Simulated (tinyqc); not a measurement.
Worked calculation: CIS on RHF in the sto-6g basis, for H3-, spin multiplicity 1. The basis has no diffuse functions, so it cannot describe the extra electron: this is an exercise in the method, not the real anion. One step of it, computed by the program tinyqc.

Question. CIS matrix, triplets. A(ia,jb) = (e_a - e_i) d_ij d_ab - (ij|ab).

orbital energies (hartree): [-0.199414, 0.273224, 1.298489]

Two-electron integrals over orbitals (pq|rs), unique and non-zero (hartree):
```
(11|11) 0.589867    (21|11) -0.000010   (21|21) 0.156040    (22|11) 0.532240
(22|21) 0.000011    (22|22) 0.579860    (31|11) 0.074797    (31|21) 0.000005
(31|22) -0.037186   (31|31) 0.132546    (32|11) 0.000009    (32|21) -0.128125
(32|22) -0.000011   (32|31) -3.32e-06   (32|32) 0.127966    (33|11) 0.606551
(33|21) -0.000006   (33|22) 0.540448    (33|31) 0.104873    (33|32) 0.000007
(33|33) 0.671033
```

Give: CIS matrix A, triplet.

Answer.

CIS matrix A, triplet (hartree), order 1>3, 2>3:
```
[[0.8914, 0.0000],
 [0.0000, 0.4848]]
```
